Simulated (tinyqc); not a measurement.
Inside a calculation. Method: Hubbard chain of 2 sites. Computed by tinyqc, a small Python program that keeps every step. Settings: hopping = 0.73, U = 1.4, mixing = 0.2, iteration cap = 57. Command: `OMP_NUM_THREADS=1 python tinyqc.py 27095 27096 out.jsonl` (the two numbers bound the seeds that draw the settings). One thread of a shared host (Intel(R) Xeon(R) Processor @ 2.60GHz), about 0.1 s of CPU time with the checks. Later iterations appear only in the table of the cycle.

## Mean-field iteration 1

one-body matrix (hopping and site energies) (eV), order 1, 2:
$$\begin{pmatrix}
0.000000 & -0.730000 \\
-0.730000 & 0.000000
\end{pmatrix}$$

U = 1.400000 eV

electrons, up and down: [1, 1]

mixing = 0.200000

n(up) at the start (a guess, not normalised): 1 0.800000, 2 0.200000

n(down) at the start (a guess): 1 0.200000, 2 0.800000

H(up) = T + U n(down), H(down) = T + U n(up); fill the lowest levels; n(new) = n + mixing (n(out) - n); E = tr T (rho up + rho down) + U sum n_up n_down of the output.

levels, up (eV): [-0.142200, 1.542200]

levels, down (eV): [-0.142200, 1.542200]

energy = -0.739583 eV

n(up) after iteration 1: 1 0.789869, 2 0.210131

n(down) after iteration 1: 1 0.210131, 2 0.789869

## Mean-field iteration 2

As before.

levels, up (eV): [-0.135217, 1.535217]

levels, down (eV): [-0.135217, 1.535217]

energy = -0.741333 eV

n(up) after iteration 2: 1 0.780484, 2 0.219516

n(down) after iteration 2: 1 0.219516, 2 0.780484

## Mean-field iteration 3

As before.

levels, up (eV): [-0.128912, 1.528912]

levels, down (eV): [-0.128912, 1.528912]

energy = -0.742873 eV

n(up) after iteration 3: 1 0.771760, 2 0.228240

n(down) after iteration 3: 1 0.228240, 2 0.771760

## Convergence

Each step fills the lowest levels of T + U n(other spin) and sets n(new) = n + mixing (n(out) - n); stop when output and input agree to 1e-8.

Course of the cycle:
```
iteration       E (eV)  largest |n(out) - n(in)|  mean |n_up - n_down|
1          -0.73958301                  5.07e-02              0.498694
2          -0.74133253                  4.69e-02              0.485882
3          -0.74287296                  4.36e-02              0.473726
4          -0.74423521                  4.07e-02              0.462178
5          -0.74544489                  3.80e-02              0.451195
6          -0.74652336                  3.57e-02              0.440737
7          -0.74748846                  3.35e-02              0.430766
8          -0.74835521                  3.16e-02              0.421249
9          -0.74913627                  2.98e-02              0.412155
10         -0.74984240                  2.82e-02              0.403455
11         -0.75048274                  2.67e-02              0.395123
...                ...                       ...                   ...
47         -0.75800776                  7.89e-03              0.224708
48         -0.75806899                  7.71e-03              0.221905
49         -0.75812763                  7.54e-03              0.219159
50         -0.75818383                  7.38e-03              0.216469
51         -0.75823773                  7.22e-03              0.213833
52         -0.75828944                  7.07e-03              0.211248
53         -0.75833909                  6.92e-03              0.208714
54         -0.75838678                  6.78e-03              0.206228
55         -0.75843262                  6.64e-03              0.203789
56         -0.75847671                  6.51e-03              0.201396
57         -0.75851912                  6.38e-03              0.199047
```

Not converged within 57 iterations: the residual falls steadily but slowly, by a factor of about 0.98 a step. The lowest mean-field energy found from random starts is -0.76000 eV. Reruns (cap 100 unless said): mixing 0.5: not converged; mixing 0.9: not converged; the original settings with a cap of 400: not converged.

## The many-body Hamiltonian

Basis: all placements (u, d, 2, 0 on each site), up operators ordered before down ones; hops carry the sign of the same-spin electrons passed.

H (eV), order 20, ud, du, 02:
$$\begin{pmatrix}
1.400000 & -0.730000 & -0.730000 & 0.000000 \\
-0.730000 & 0.000000 & 0.000000 & -0.730000 \\
-0.730000 & 0.000000 & 0.000000 & -0.730000 \\
0.000000 & -0.730000 & -0.730000 & 1.400000
\end{pmatrix}$$

## Exact diagonalisation (4 states)

Lowest levels of the sector, and the double occupancy of the lowest state.

lowest levels (eV): [-0.919136, 0.000000, 1.400000, 2.319136]

double occupancy per site = 0.141918
